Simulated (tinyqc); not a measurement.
# Worked calculation: Schottky diode by the thermionic emission-diffusion theory

Program tinyqc, `OMP_NUM_THREADS=1 python tinyqc.py 2640039 2640040 out.jsonl`; Intel Xeon 2.30GHz, shared host, one thread, about 0.01 s. Printed values are rounded.

Metal on an n-type semiconductor with one parabolic valley; V > 0 is forward bias (metal positive). The band bends as a parabola over the depletion layer, by Vd = Vbi - V; no image force. Carriers drift and diffuse up to the interface and leave it with the velocity vR.

Inputs (values chosen for the exercise); band and dielectric values close to those of gallium nitride: temperature T = 400 K; electron mass me = 0.197 m0; relative permittivity eps_r = 9.33; electron mobility mun = 1000 cm^2/(V s); barrier height seen from the metal phi = 0.79 eV; donor density Nd = 6.3e15 cm^-3; bias V = 0.12 V.

Constants: q = 1.602176634e-19 C, kB = 1.380649e-23 J/K, h = 6.62607015e-34 J s, m0 = 9.1093837015e-31 kg, Vt = kB T/q, eps0 = 8.8541878128e-14 F/cm where lengths are in cm. Results are converted to the units shown.

Range of the model: vD exceeds usual saturation velocities: the low-field mobility is used at the surface field. It matters little where vD is far above vR.

## Emission velocity

A* = 4 pi q me m0 kB^2/h^3 (times 1e-4 for A/(cm^2 K^2)); Nc = 2 (2 pi me m0 kB T/h^2)^1.5 (times 1e-6 for cm^-3); Vbi = phi - Vt ln(Nc/Nd); vR = A* T^2/(q Nc).

A* = 23.6741 A/(cm^2 K^2)
Nc = 3.37815e18 cm^-3
Vbi = 0.573376 V
vR = 6.99849e6 cm/s

vR equals sqrt(kB T/(2 pi me m0)).

## Diffusion velocity

LD = sqrt(eps0 eps_r Vt/(q Nd)), a = sqrt((Vbi - V)/Vt), D(a) = exp(-a^2) int_0^a exp(s^2) ds (Dawson), vD = mun Vt/(sqrt(2) LD D(a)). For large a, vD tends to mun times the surface field sqrt(2 q Nd (Vbi - V)/(eps0 eps_r)).

LD = 53.1137 nm
a = 3.62671
D(a) = 0.143869
vD = 3.18967e7 cm/s
mun times the surface field = 3.32855e7 cm/s

vD is 4.2 % below the large-a form.

## Current density

J = q Nc [vR vD/(vR + vD)] exp(-phi/Vt) [exp(V/Vt) - 1]. The quasi-Fermi level drops by Vt ln[(vR + vD)/(vD + vR exp(-V/Vt))] over the layer.

effective velocity = 5.73923e6 cm/s
J = 0.0108904 A/cm^2
J over the pure emission value = 0.820068
drop of the quasi-Fermi level over the layer = 6.60572 meV

Emission and diffusion both limit the current.
